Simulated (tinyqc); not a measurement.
Gamma, L and X subbands of a thin body with non-parabolic valleys: one step. Subband edges. Three cases, with inputs chosen for the exercise.

Question. n = 1 to 8 for each group; list the ten lowest.

Hard walls, flat band, c = hbar^2/2m0, energies from the bulk Gamma edge. For a valley at angle theta to the normal 1/m_z = cos^2/ml + sin^2/mt and m_d = sqrt(ml mt^2/m_z). Subband n starts at E_v + e with e (1 + a e) = c (n pi/t)^2/m_z, and its density-of-states mass is taken as m_d (1 + 2 a e), without further growth at higher in-plane energy. Groups are named by valley and degeneracy.

Constants: hbar^2/2m0 = 3.80998211 eV angstrom^2.

Give: Subbands.

Case 1.

Values chosen (out of a larger set: near those of a thin GaAs channel; not measured data): t = 24 angstrom (body thickness).

Groups:
```
group  g  E_v (eV)       m_z       m_d  a (1/eV)
G1     1   0.00000  0.067100  0.067100    0.5800
L2     2   0.33600  0.200813  0.221703    0.6600
L2'    2   0.33600  0.072000  0.370254    0.6600
X2     2   0.46000  0.400777  0.429595    0.6600
X1     1   0.46000  0.236000  0.559829    0.6600
```

Answer.

Subbands:
```
subband  g  E (eV)  DOS mass
X2 n=1   2  0.6084    0.5137
L2 n=1   2  0.6111    0.3022
G1 n=1   1  0.6938    0.1211
X1 n=1   1  0.6989    0.7364
X2 n=2   2  0.9519    0.7085
L2' n=1  2  0.9740    0.6821
L2 n=2   2  1.1735    0.4668
X1 n=2   1  1.2026    1.1086
X2 n=3   2  1.3743    0.9481
X1 n=3   1  1.7871    1.5406
```

The lowest subband is X2 n=1, 3 meV below L2 n=1; in the bulk the lowest valley is Gamma.

Case 2.

Values chosen (out of a larger set: near those of a thin Ge channel; not measured data): t = 26 angstrom (body thickness).

Groups:
```
group  g  E_v (eV)       m_z       m_d  a (1/eV)
G1     1   0.00000  0.037900  0.037900    1.0500
L1     1  -0.14400  1.648000  0.079000    0.4400
L3     3  -0.14400  0.088346  0.341203    0.4400
X6     6   0.03500  0.250480  0.349361    0.4400
```

Answer.

Subbands:
```
subband  g   E (eV)  DOS mass
L1 n=1   1  -0.1107    0.0813
L1 n=2   1  -0.0162    0.0879
L1 n=3   1   0.1274    0.0979
X6 n=1   6   0.2388    0.4120
L1 n=4   1   0.3067    0.1103
L3 n=1   3   0.3696    0.4954
L1 n=5   1   0.5110    0.1245
X6 n=2   6   0.7180    0.5594
L1 n=6   1   0.7328    0.1400
G1 n=1   1   0.7984    0.1014
```

The lowest subband is L1 n=1, 95 meV below L1 n=2; in the bulk the lowest valley is L.

Case 3.

Values chosen (out of a larger set: near those of a thin GaSb channel; not measured data): t = 40 angstrom (body thickness).

Groups:
```
group  g  E_v (eV)       m_z       m_d  a (1/eV)
G1     1   0.00000  0.038800  0.038800    1.1500
L1     1   0.06700  1.348000  0.099000    0.6600
L3     3   0.06700  0.110362  0.345996    0.6600
X3     3   0.34500  0.317240  0.501438    0.6600
```

Answer.

Subbands:
```
subband  g  E (eV)  DOS mass
L1 n=1   1  0.0842    0.1013
L1 n=2   1  0.1338    0.1077
L1 n=3   1  0.2103    0.1177
L3 n=1   3  0.2563    0.4325
L1 n=4   1  0.3077    0.1305
G1 n=1   1  0.4112    0.0755
X3 n=1   3  0.4158    0.5483
L1 n=5   1  0.4204    0.1452
L1 n=6   1  0.5443    0.1614
X3 n=2   3  0.5988    0.6694
```

The lowest subband is L1 n=1, 50 meV below L1 n=2; in the bulk the lowest valley is Gamma.

Computed by tinyqc, one run a case: `OMP_NUM_THREADS=1 python tinyqc.py N N+1 out.jsonl` with N = 1281707, 1281853, 1281984; one thread of a shared Intel(R) Xeon(R) Processor @ 2.30GHz, about 0.06 s a run at most.
